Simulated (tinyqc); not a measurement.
Changing the shear strain e_s: valley-orbit splitting of a donor ground state, with strain. Computed by tinyqc, a small Python program. Command: `OMP_NUM_THREADS=1 python tinyqc.py 3002973 3002974 out.jsonl valleyorbit sweep`. One thread of a shared host (Intel(R) Xeon(R) Processor @ 2.30GHz), about 0.01 s of CPU time with the checks.

The basis is the 1s envelope in each valley; energies are counted from the unstrained conduction-band edge. The strain is e_s (a a^T - 1/3) for the unit stress axis a, so valley j along n_j moves by Xi_u e_s w_j with w_j = (n_j.a)^2 - 1/3: +2/3 for [111], -2/9 for the others.

Inputs (values chosen for the exercise, modelled on donors in germanium):
```
quantity                                    value   unit
single-valley binding energy E_0             9.52    meV
central-cell shift Lambda                    0.14    meV
coupling Delta_1                              0.9    meV
shear deformation potential Xi_u             15.6     eV
temperature T                                  77      K
donor density N_D                         1.9e+15  cm^-3
density-of-states mass of one valley m_e    0.222    m_0
```

Valleys: four along <111>. Stress axis: [111].

Constants: k_B = 8.617333262e-05 eV/K; m_0 = 9.1093837015e-31 kg; k_B = 1.380649e-23 J/K; h = 6.62607015e-34 J s.

Method:
- H_jj = -(E_0 + Lambda) + Xi_u e_s w_j; H_jk = -Delta_1 between any two valleys.
- Diagonalise H; the ground vector has positive components. The density at the nucleus, and so the contact hyperfine coupling, scales as (sum_j c_j)^2/(number of valleys), which is 1 without strain; the envelopes are held fixed.
- The binding energy is counted from the lowest valley edge, min_j Xi_u e_s w_j; the gap is from the ground state to the next level.
- z = sum over levels of exp(-(E - E_ground)/k_B T), the ground-state share being 1/z; N_c = 2 (2 pi m_e k_B T/h^2)^(3/2) sum_j exp(-(shift_j - lowest shift)/k_B T); n1 = N_c/(2 z) exp(-binding/k_B T), binding = lowest shift - E_ground; without compensation n = 2 N_D/(1 + sqrt(1 + 4 N_D/n1)) (Boltzmann statistics; p and higher states left out).

One run for each value; columns: (1) shear strain e_s; (2) hyperfine ratio A/A_0; (3) binding energy under strain (meV); (4) gap to the first excited state (meV); (5) free electrons n (cm^-3):
```
(1)          (2)    (3)    (4)        (5)
-0.00500  0.2702   9.70  67.61  1.817e+15
-0.00250  0.2920   9.73  33.01  1.816e+15
-0.00130  0.3362   9.81  16.52  1.815e+15
-0.00063  0.4495   9.99   7.60  1.815e+15
-0.00032  0.6691  10.38   4.08  1.815e+15
-0.00016  0.8959  11.02   3.15  1.815e+15
-0.00008  0.9768  11.60   3.19  1.815e+15
-0.00004  0.9949  11.96   3.36  1.815e+15
-0.00002  0.9988  12.16   3.47  1.815e+15
```

What does the table show, and why?

Over the rows, hyperfine ratio A/A_0 rises from 0.270 to 0.999; binding energy under strain (meV) rises from 9.70 to 12.2; gap to the first excited state (meV) goes from 67.6 through a minimum among these rows, 3.15 at -1.60e-4, to 3.47. Strain moves the ground state into the lowered valleys, so fewer valleys add in phase at the nucleus and less valley-orbit energy is gained.

Caution (rows -0.00500, -0.00250, -0.00130, -6.30e-4, -3.20e-4): strain lowers the binding by more than 15 %, so the envelope, held fixed here, would swell and lower A/A_0 further. Caution (all rows): k_B T exceeds a third of E_0, so the p and higher states, left out, hold part of the bound electrons.

Extremes, crossings and ranges named in words are read from the listed rows.
